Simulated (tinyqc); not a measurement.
Inputs raised by 2 %, one at a time: thermal stress and diffusional relaxation in a metal film: Coble and Nabarro-Herring creep, cooling and holds. Computed by tinyqc, a small Python program. Command: `OMP_NUM_THREADS=1 python tinyqc.py 3005240 3005241 out.jsonl creep sens`. One thread of a shared host (Intel(R) Xeon(R) Processor @ 2.30GHz), about 0.09 s of CPU time with the checks.

A thin film on a rigid substrate is stress-free at T0. Tension is positive and the film creeps linearly: d sigma/dt = -M (mismatch) dT/dt - sigma/tau.

Inputs (values chosen for the exercise, modelled on gold films on silicon):

| quantity | value | unit |
|---|---|---|
| biaxial modulus M | 142 | GPa |
| expansion mismatch | 11.4 | 1e-6/K |
| atomic volume Omega | 17 | angstrom^3 |
| lattice prefactor D0 | 1.3e-05 | m^2/s |
| lattice energy E | 1.81 | eV |
| boundary prefactor (delta D_b)0 | 3.6e-16 | m^3/s |
| boundary energy E_b | 0.849 | eV |
| grain size d | 0.29 | um |
| stress-free temperature T0 | 250 | C |
| hold temperature T | 230 | C |
| hold time t | 0.01 | h |
| cooling rate | 5 | C/min |

Constants: k_B = 1.380649e-23 J/K; k_B = 8.617333262e-05 eV/K.

Method:
- Thermoelastic slope = M x mismatch; sigma_0 = slope x (T0 - T).
- Creep rate per stress: Nabarro-Herring 14 D Omega/(k_B T d^2), Coble (14 pi) delta D_b Omega/(k_B T d^3), with D = D0 exp(-E/(k_B T)), delta D_b = (delta D_b)0 exp(-E_b/(k_B T)); 1/tau = M x (sum of both)/2 (biaxial strain rate is half the uniaxial one).
- Temperatures in kelvin are T(C) + 273.15.
- sigma(t) = sigma_0 exp(-t/tau), relaxed part sigma_0 - sigma(t); the grain size where both mechanisms are equal is pi delta D_b/D.
- Cooling from T0 at the constant rate: d sigma/dT = -slope + sigma/(tau(T) x rate), integrated to 25 C (stiff solver, tolerance 1e-9).
- Effective stress-free temperature T_eff = 25 C + sigma/slope.

Runs:

| input moved | from | to | relaxation time tau (h) | stress relaxed during the hold (MPa) | stress at 25 C (MPa) | stress after the hold (MPa) |
|---|---|---|---|---|---|---|
| base run | - | - | 0.0007859 | 32.376 | 167.66 | 0.0000964 |
| biaxial modulus M (GPa) | 142 | 144.84 | 0.0007705 | 33.023 | 170.50 | 0.0000762 |
| expansion mismatch (1e-6/K) | 11.4 | 11.628 | 0.0007859 | 33.023 | 171.02 | 0.0000983 |
| boundary energy E_b (eV) | 0.849 | 0.86598 | 0.0011626 | 32.370 | 180.66 | 0.0059524 |
| hold time t (h) | 0.01 | 0.0102 | 0.0007859 | 32.376 | 167.66 | 0.0000747 |
| cooling rate (C/min) | 5 | 5.1 | 0.0007859 | 32.376 | 168.17 | 0.0000964 |
| lattice prefactor D0 (m^2/s) | 1.3e-05 | 1.326e-05 | 0.0007859 | 32.376 | 167.66 | 0.0000964 |

Exponents ln(y'/y) / ln(x'/x):

| input | relaxation time tau | stress relaxed during the hold | stress at 25 C | stress after the hold |
|---|---|---|---|---|
| biaxial modulus M | -1.000 | 1.000 | 0.847 | -11.852 |
| expansion mismatch | 0.000 | 1.000 | 1.000 | 1.000 |
| boundary energy E_b | 19.776 | -0.009 | 3.771 | 208.221 |
| hold time t | 0.000 | 0.000 | 0.000 | -12.852 |
| cooling rate | 0.000 | 0.000 | 0.152 | 0.000 |
| lattice prefactor D0 | 0.000 | 0.000 | 0.000 | 0.000 |

Which inputs matter most for each result?

Among the inputs moved here: relaxation time tau answers most in size to boundary energy E_b (exponent +19.776), next to biaxial modulus M (-1.000); its exponent is below 0.0005 for expansion mismatch, hold time t, cooling rate, lattice prefactor D0. Its exponent -1.000 in biaxial modulus M: a stiffer film needs less strain to relax. Its exponent 0.000 in lattice prefactor D0: boundary diffusion is much faster than lattice diffusion. Stress relaxed during the hold answers most in size to biaxial modulus M (exponent +1.000), and about equally to expansion mismatch (+1.000); its exponent is below 0.0005 for hold time t, cooling rate, lattice prefactor D0. Its exponent 0.000 in hold time t: relaxation is complete. Stress at 25 C answers most in size to boundary energy E_b (exponent +3.771), next to expansion mismatch (+1.000); its exponent is below 0.0005 for hold time t, lattice prefactor D0. Stress after the hold answers most in size to boundary energy E_b (exponent +208.221), next to hold time t (-12.852); its exponent is below 0.0005 for cooling rate, lattice prefactor D0.

Caution (all rows): bulk creep laws overstate relaxation in a bonded film, where the substrate constrains boundary diffusion, and dislocation glide is left out. Caution (all rows): bulk creep laws overstate relaxation in a bonded film, and dislocation glide would cap stresses above the yield stress.
